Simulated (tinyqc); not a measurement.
Octagonal on-chip spiral inductor, lumped pi model: one step of the calculation.

Outer diameter do = di + 2 n wd + 2 (n - 1) sp, mean da = (do + di)/2, fill p = (do - di)/(do + di), length l = 3.314 n da. L = 2.25 mu0 n^2 da/(1 + 3.55 p), mu0 = 4 pi 1e-7 H/m. Rs = rho l/(wd delta (1 - exp(-th/delta))), delta = sqrt(rho/(pi f mu0)). Cs = n wd^2 eps0 eo/hu across the coil. At each end Cox = l wd eps0 eo/(2 ho) leads to the substrate branch Rsi = 2 rs he/(l wd) in parallel with Csi = l wd eps0 11.7/(2 he). With one end grounded Y = 1/(Rs + i w L) + i w Cs + 1/[1/(i w Cox) + 1/(1/Rsi + i w Csi)], w = 2 pi f; Q = -Im Y/Re Y. Eddy currents in neighbouring turns and in the substrate are left out.

Task. Geometry and model elements. do, l, L, delta, Rs, Cs, Cox, Rsi and Csi as defined.

Values chosen for this exercise; values of the order met in silicon radio-frequency processes:

| symbol | value | unit | meaning |
|---|---|---|---|
| n | 6.5 |  | number of turns |
| wd | 4 | um | line width |
| sp | 1.5 | um | space between turns |
| di | 40 | um | inner diameter |
| th | 3.4 | um | metal thickness |
| rho | 3 | uohm cm | metal resistivity |
| ho | 5.2 | um | oxide below the coil |
| hu | 1.2 | um | oxide between coil and underpass |
| eo | 3 |  | relative permittivity of the oxide |
| rs | 20 | ohm cm | substrate resistivity |
| he | 50 | um | effective spreading depth in the substrate |
| f | 1.2 | GHz | frequency |

Constants: eps0 = 8.8541878128e-12 F/m. Results are converted to the units shown.

Give: do; l; L; delta; Rs; Cs; Cox; Rsi; Csi.

Result.

do = 108.50 um
l = 1599.4 um
L = 3.3629 nH
delta = 2.5165 um
Rs = 6.4326 ohm
Cs = 2.3021 fF
Cox = 16.340 fF
Rsi = 3126.1 ohm
Csi = 6.6276 fF

Computed by the program tinyqc: `OMP_NUM_THREADS=1 python tinyqc.py 2302233 2302234 out.jsonl`, one thread of a shared Intel Xeon 2.30GHz, about 0.01 s for the whole run.
